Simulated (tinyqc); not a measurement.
Growth with time: grain growth, pinning, strength and diffusional creep of a polycrystal or thin film. Computed by tinyqc, a small Python program. Command: `OMP_NUM_THREADS=1 python tinyqc.py 3027890 3027891 out.jsonl grain walk`. One thread of a shared host (Intel(R) Xeon(R) Processor @ 2.30GHz), about 0.01 s of CPU time with the checks.

One mean grain size d describes the structure.

Inputs (values chosen for the exercise, modelled on aluminium):

| quantity | value | unit |
|---|---|---|
| boundary energy gamma | 0.33 | J/m^2 |
| mobility prefactor M0 | 1.5e-07 | m^4/(J s) |
| activation energy of boundary motion Q_m | 1.06 | eV |
| anneal temperature T | 482 | K |
| initial grain size d0 | 20 | nm |
| particle volume fraction f | 0.0027 | - |
| particle radius r | 5.8 | nm |
| film thickness h | 1900 | nm |
| surface energy gamma_s | 0.89 | J/m^2 |

Sample: thin film on a substrate.

Constants: k_B = 8.617333262e-05 eV/K.

Method. M = M0 exp(-Q_m/(k_B T)). The driving pressure is 2 gamma/d. Zener pinning pressure 3 f gamma/(2 r) stops growth at d_Z = 4 r/(3 f). Grooves where boundaries meet the surface have the angle theta = arcsin(gamma/(2 gamma_s)) and are taken to stop growth at d_h = h/(2 theta), a few film thicknesses; the limit is 1/d_lim = 1/d_Z + 1/d_h. dd/dt = 2 M gamma (1/d - 1/d_lim) integrates to 2 M gamma t = d_lim (d0 - d) + d_lim^2 ln[(d_lim - d0)/(d_lim - d)]; without pinning d^2 = d0^2 + 4 M gamma t.

limit d_lim = 1833.44 nm

mobility M = 1.23812e-18 m^4/(J s)

At T:

| t (s) | free growth (nm) | pinned growth (nm) | d/d_lim |
|---|---|---|---|
| 6.20e+03 | 102.6 | 100.7 | 0.05494 |
| 2.10e+04 | 186.3 | 180.1 | 0.09822 |
| 6.20e+04 | 318.9 | 300.7 | 0.16403 |
| 2.10e+05 | 586.2 | 525.4 | 0.28659 |
| 6.20e+05 | 1006.8 | 831.6 | 0.45357 |
| 2.10e+06 | 1852.7 | 1288.5 | 0.70280 |
| 6.20e+06 | 3183.3 | 1670.1 | 0.91091 |
| 2.10e+07 | 5858.4 | 1829.3 | 0.99776 |

What follows from these numbers?

The apparent exponent d ln d/d ln t of the pinned growth is at most about 0.48, below the ideal 1/2, and falls to 0.075 in the last rows: pinning hides it late.
